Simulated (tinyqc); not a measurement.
Speciation in dilute and buffered hydrofluoric acid, oxide etch rate and bath loading: one step, computed by the program tinyqc. Command: `OMP_NUM_THREADS=1 python tinyqc.py 3120778 3120779 out.jsonl hfetch walk`. One thread of a shared host (Intel(R) Xeon(R) Processor @ 2.30GHz), about 0.01 s of CPU time with the checks.

Concentrations stand for activities, NH4+ and Cl- are spectators, and water ionisation is neglected. H, F and HF2 denote the ions H+, F- and HF2-. The base temperature is 298 K.

Task: Etch rate. Rate = k_a ([HF] + 2 [H2F2]) + k_b [HF2], an empirical two-term form. Time = oxide/rate; a temperature error changes the rate by exp((E_a/k_B)(1/298 - 1/(298 + error))) - 1.

Inputs (values chosen for the exercise, of the order of those for thermal oxide at room temperature):

| quantity | value | unit |
|---|---|---|
| NH4F added | 0.64 | mol/L |
| HCl added | 0 | mol/L |
| rate constant of neutral HF k_a | 14 | nm L/(min mol) |
| rate constant of HF2 k_b | 59 | nm L/(min mol) |
| activation energy | 0.39 | eV |
| temperature error | 0.63 | K |
| oxide removed per wafer | 13 | nm |

[HF] = 0.07895817 mol/L

[H2F2] = 0.01614708 mol/L

[HF2] = 0.1686370 mol/L

Constants: k_B = 8.617333262e-05 eV/K.

Give: etch rate; share of HF2 in the rate; etch time; rate change from the temperature error.

Result:

etch rate = 11.507 nm/min

share of HF2 in the rate = 86.465 %

etch time = 67.784 s

rate change from the temperature error = 3.2558 %

Caution: at ionic strengths above about 0.5 mol/L activities differ much from concentrations, so pH and rates are only indicative.
